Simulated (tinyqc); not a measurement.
From results to parameters: Luttinger model of the valence bands. Computed by the program tinyqc.

Problem. In the four-band Luttinger model 1/m = g1 -/+ 2 g2 along [100] and g1 -/+ 2 g3 along [111]. Find g1, g2, g3 and the light hole mass along [111].

heavy and light hole masses along [100] (electron masses): 0.112360  0.069348
heavy hole mass along [111] = 0.176678 electron masses

Solution. The mean of the two inverse masses along [100] is g1 and a quarter of their difference is g2; g3 = (g1 - 1/m_hh[111])/2.

g1, g2, g3: 11.660  1.380  3.000
light hole mass along [111] = 0.0566 electron masses
